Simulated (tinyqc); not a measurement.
Inside a calculation: Penn model of the dielectric constant and Phillips ionicity. Values are carried at full precision from step to step, so a last printed digit may differ when a step is redone from the rounded ones.

n = 32/a^3; Ep^2 = 8 pi c e2 n with c = hbar^2/2m0, e2 = e^2/(4 pi eps0); EF = c (3 pi^2 n)^(2/3); eps = 1 + (Ep/Eg)^2 S with S = 1 - Eg/(4 EF) + (Eg/(4 EF))^2/3, Eg the Penn gap. Core d shells are left out.

Constants: hbar^2/2m0 = 3.80998211 eV angstrom^2; e^2/(4 pi eps0) = 14.39964547 eV angstrom.

Parameters, chosen for this exercise (out of a larger set: near those of GaSb; not measured data): a = 6.11 angstrom (cubic lattice constant, 32 valence electrons a cell); ei = 14.29 (high-frequency dielectric constant).

## Valence electron gas

Evaluate n, Ep and EF.

n = 0.14029 1/angstrom^3
Ep = 13.908 eV
EF = 9.845 eV

## Penn gap from the dielectric constant

Start with S = 1 and repeat Eg = Ep sqrt(S/(ei - 1)) until Eg changes by less than 1e-6 eV.

Iterations:
```
step  Eg in (eV)       S  Eg out (eV)
1         3.8151  0.9063       3.6319
2         3.6319  0.9106       3.6406
3         3.6406  0.9104       3.6402
4         3.6402  0.9104       3.6402
5         3.6402  0.9104       3.6402
```

Penn gap Eg = 3.640 eV

The factor S lowers the gap by 0.175 eV from the first estimate. The Penn gap is a mean bonding-antibonding separation, near the main peak of eps2, not the smallest gap.

## Homopolar and ionic parts

Phillips: bond length d = sqrt(3) a/4; homopolar gap Eh = 39.74 d^(-2.48) eV (d in angstrom); Eg^2 = Eh^2 + C^2; ionicity fi = C^2/Eg^2.

Split the gap; where Eg is below Eh or within 3 % of it, C is taken as zero.

d = 2.6457 angstrom
Eh = 3.559 eV
C = 0.00 eV
fi = 0.000

Eg/Eh = 1.023: the bond is covalent within the accuracy of the rule, which is wrong for a compound; the filled d shells, left out here, raise Ep and with it Eg.

## Checks

- Penn gap by iteration against bisection (eV): both 3.640.

Program tinyqc; command `OMP_NUM_THREADS=1 python tinyqc.py 1680094 1680095 out.jsonl`; about 0.01 s on one thread of a shared Intel(R) Xeon(R) Processor @ 2.30GHz.
